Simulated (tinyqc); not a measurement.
From diffusion length 2 sqrt(Dt) back to incident fluence: millisecond and nanosecond annealing: surface heating, thermal budget and solid-phase regrowth. Computed by tinyqc, a small Python program. Command: `OMP_NUM_THREADS=1 python tinyqc.py 3008257 3008258 out.jsonl flash inv`. One thread of a shared host (Intel(R) Xeon(R) Processor @ 2.30GHz), about 0.04 s of CPU time with the checks.

A square pulse heats the surface of a thick wafer with constant thermal properties; losses by radiation are neglected and silicon melts at 1414 C.

Inputs (values chosen for the exercise, modelled on hot silicon with boron):
```
quantity                      value        unit
pulse length t_p            5.3e-05           s
reflectance R                  0.35           -
thermal conductivity k         0.29    W/(cm K)
heat capacity per volume c     2.28  J/(cm^3 K)
preheat temperature T0          400           C
dopant prefactor D0           0.856      cm^2/s
dopant activation energy E     3.51          eV
regrowth prefactor v0       3.3e+08        cm/s
regrowth energy E_v            2.69          eV
```

Source: scanned laser.

Constants: k_B = 8.617333262e-05 eV/K.

Method:
- Absorbed flux q = (1 - R) fluence/t_p; kappa = k/c. With f(z, t) = (2 q/k) sqrt(kappa t) ierfc(z/(2 sqrt(kappa t))), ierfc(x) = exp(-x^2)/sqrt(pi) - x erfc(x): T = T0 + f(z, t) during the pulse and T0 + f(z, t) - f(z, t - t_p) after it.
- At the surface the rise at the end of the pulse is 2 q sqrt(t_p/(pi k c)); the fluence that just melts the surface scales with (1414 - T0).
- Temperatures in kelvin are T(C) + 273.15.
- Integrate exp(-E/(k_B T(t))) at the surface from 0 to 10 t_p (Gauss-Legendre, 60 points in sqrt(t) up to t_p and 60 in sqrt(t - t_p) after it). (Dt) = D0 x integral with E; regrowth = v0 x integral with E_v; effective time = integral/exp(-E/(k_B T_peak)).

Task: A run gave the result below. Find the incident fluence, known to lie between 2.7 and 7.3 J/cm^2.

diffusion length 2 sqrt(Dt) = 0.008254814 nm

Result:

Each step takes the trial c = (a f_b - b f_a)/(f_b - f_a), f being the result less the target and a, b, c the logarithms of the listed values; c replaces end b, the old b replaces a if the sign of f changed, and otherwise f_a is halved.

Scan of the range:
```
incident fluence (J/cm^2)  diffusion length 2 sqrt(Dt) (nm)
2.70                                            8.56449e-05
3.19                                            2.62719e-04
3.76                                            8.39112e-04
4.44                                            2.83451e-03
5.24                                            9.79965e-03
6.18                                            3.40624e-02
7.30                                            1.18994e-01
```

False position (Illinois rule, in the logarithm of the input) inside the bracket:
```
step    end a    end b    trial  diffusion length 2 sqrt(Dt) (nm)
1     4.44000  5.24000  5.05096                        0.00743138
2     5.24000  5.05096  5.11590                        0.00818109
3     5.24000  5.11590  5.12659                        0.00831070
4     5.11590  5.12659  5.12198                        0.00825456
5     5.12659  5.12198  5.12200                        0.00825481
6     5.12659  5.12200  5.12200                        0.00825481
7     5.12200  5.12200  5.12200                        0.00825481
```

Diffusion length 2 sqrt(Dt) rises at every point of a 13-point scan of the range (every second point is shown), so one value fits; it is bracketed by 4.44 and 5.24. Answer: incident fluence = 5.122 J/cm^2.

Caution: equilibrium diffusivities are used; implant damage enhances diffusion, and k and c vary with temperature. Caution: a diffusion length below the atomic spacing of 0.235 nm means about one jump per atom or fewer, so the profile does not change measurably.
